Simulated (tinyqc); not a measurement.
Inside a calculation. Model: self-heating of a transistor with one or more fingers, with temperature-dependent conductivity. Computed by tinyqc, a small Python program that keeps every step. Command: `OMP_NUM_THREADS=1 python tinyqc.py 3031046 3031047 out.jsonl selfheat walk`. One thread of a shared host (Intel(R) Xeon(R) Processor @ 2.30GHz), about 0.07 s of CPU time with the checks. Intermediate numbers are printed to about 6 digits and carried at full precision; extremes and crossings named in words are read from the listed rows.

N long parallel fingers lie on the top face of a slab whose bottom is held at T_0; the top is otherwise insulated, and heat flows in two dimensions. P in W/mm is 1000 P in W/m.

Inputs (values chosen for the exercise, modelled on diamond):

| quantity | value | unit |
|---|---|---|
| conductivity at the base temperature kappa_0 | 1830 | W/(m K) |
| exponent m in kappa ~ T^-m | 1.13 | - |
| base temperature T_0 | 300 | K |
| power per gate width P | 5.8 | W/mm |
| fingers N | 4 | - |
| finger pitch s | 24 | micrometre |
| width of the heat source w | 0.35 | micrometre |
| substrate thickness t | 75 | micrometre |
| phonon free path Lambda | 280 | nm |
| heat capacity C | 1.86 | 1e6 J/(m^3 K) |
| pulse length | 0.77 | microsecond |
| power coefficient beta | 5.6 | 1e-3/K |

Power: power rises with temperature.

## Geometry factors

A line source of power P on the top face raises the top at distance x by (P/(pi kappa_0)) g(x), g(x) = -ln tanh(pi x/(4 t)) (the image sum for the slab). On a strip of width w the centre sees the mean of g over the strip, g_0 = 1 + ln(8 t/(pi w)) for w much below t.

own factor g_0 = 7.30202

g(j s), j = 1..7: 1.40175  0.76743  0.45017  0.26943  0.16236  0.09808  0.05930

## Linear temperature rise of each finger

theta_i = (P/(pi kappa_0)) [g_0 + sum over j != i of g(|i - j| s)], with equal powers and constant conductivity; thermal resistance = largest theta/P.

theta of each finger (K): 10.0092  10.9692  10.9692  10.0092

largest theta = 10.9692 K

thermal resistance = 1.89124 K mm/W

The neighbours supply 33 % of the rise of the hottest finger, which runs 1.0 K above the outer ones. Caution: the source is narrower than two phonon free paths, so the Fourier result understates the rise at the source.

## Correction for the falling conductivity

Kirchhoff transformation for kappa = kappa_0 (T/T_0)^-m: T = T_0 [1 - (m - 1) theta/T_0]^(-1/(m - 1)), where theta is the linear rise. The bracket vanishes at the power P T_0/((m - 1) theta).

peak temperature = 311.199 K

true rise = 11.1993 K

true rise / linear rise = 1.02098

power at which the formula diverges = 1220.20 W/mm

The falling conductivity adds 2.1 % to the rise.

## Extra rise from ballistic phonons

Near a source smaller than the free path, Fourier's law overstates the flow. Rough estimate: a strip that emits phonons into a half space adds a resistance times area of 4 Lambda/(3 kappa_0), from the ballistic flux C v Delta T/4 with kappa_0 = C v Lambda/3, so Delta T_b = 4 Lambda P/(3 kappa_0 w); Knudsen number Lambda/w.

Knudsen number = 0.8

ballistic rise Delta T_b = 3.38069 K

Delta T_b / largest theta = 0.308199

The ballistic term is a large share: this rough estimate calls for a transport calculation.

## Electrothermal feedback

The power follows P [1 + beta (T - T_0)] with T the peak temperature, for all fingers alike. Start at T_0 and repeat; stop when T changes by less than 1e-6 K, after 50 steps, or when the bracket falls below 0.05.

Iterations:

| step | power (W/mm) | T (K) | change (K) |
|---|---|---|---|
| 1 | 5.80000 | 311.199 | 1.11993e+01 |
| 2 | 6.16375 | 311.917 | 7.17971e-01 |
| 3 | 6.18707 | 311.963 | 4.60917e-02 |
| 4 | 6.18857 | 311.966 | 2.95923e-03 |
| 5 | 6.18867 | 311.967 | 1.89992e-04 |
| 6 | 6.18867 | 311.967 | 1.21981e-05 |
| 7 | 6.18867 | 311.967 | 7.83161e-07 |

converged (1 yes, 0 no) = 1

peak temperature with feedback = 311.967 K

Converged in 7 steps; feedback adds 0.8 K.

## Rise at the end of a pulse

After switching on, theta(tau) = (P D/kappa_0) int_0^tau X(u) Z(u) du at the hottest finger, D = kappa_0/C; X = sum over fingers at distance x of [erf((x + w/2)/r) - erf((x - w/2)/r)]/(2 w), Z = sum_(j=-200..200) (-1)^j exp(-(2 j t/r)^2)/sqrt(pi D u), r = 2 sqrt(D u); trapezoid rule on 300 points evenly spaced in ln u from u_0 = 1e-3 min(tau, w^2/D) to tau, plus the exact piece 2 sqrt(u_0/(pi D))/w below u_0. Conductivity and power are held at their base values here, and Fourier's law is used even where the diffusion length is near a phonon free path.

diffusivity D = 983.871 micrometre^2/microsecond

diffusion length sqrt(D tau) = 27.5242 micrometre

linear rise after the pulse = 7.9638 K

share of the steady rise = 0.726

## Rise against time

The formulas are those given above.

Heating curve:

| time (microsecond) | sqrt(D time) (micrometre) | rise (K) | share of the steady rise |
|---|---|---|---|
| 5.70e-06 | 0.0748870 | 0.75167 | 0.06853 |
| 5.70e-05 | 0.236814 | 1.7446 | 0.159 |
| 5.70e-04 | 0.748870 | 2.8859 | 0.2631 |
| 0.0057 | 2.36814 | 4.0453 | 0.3688 |
| 0.057 | 7.48870 | 5.2296 | 0.4768 |
| 0.29 | 16.8915 | 6.6104 | 0.6026 |
| 1.1 | 32.8977 | 8.5427 | 0.7788 |
| 3.4 | 57.8374 | 10.299 | 0.9389 |
| 8.6 | 91.9853 | 10.918 | 0.9953 |

Half the steady rise is reached between 0.057 and 0.29 microseconds, and the last row holds 99.5 % of it; the slowest time constant is 4 t^2/(pi^2 D) = 2.32 microseconds. While the diffusion length lies between w and the pitch or thickness, the rise grows as the logarithm of time; once it nears the pitch of 24 micrometre the neighbours add their heat.

Checks made by the program: g(s) against the alternating image sum (relative difference 9e-07); Kirchhoff integral of kappa/kappa_0 from T_0 to T (relative difference below 1e-10); long-time limit against the steady rise (relative difference 2e-05).
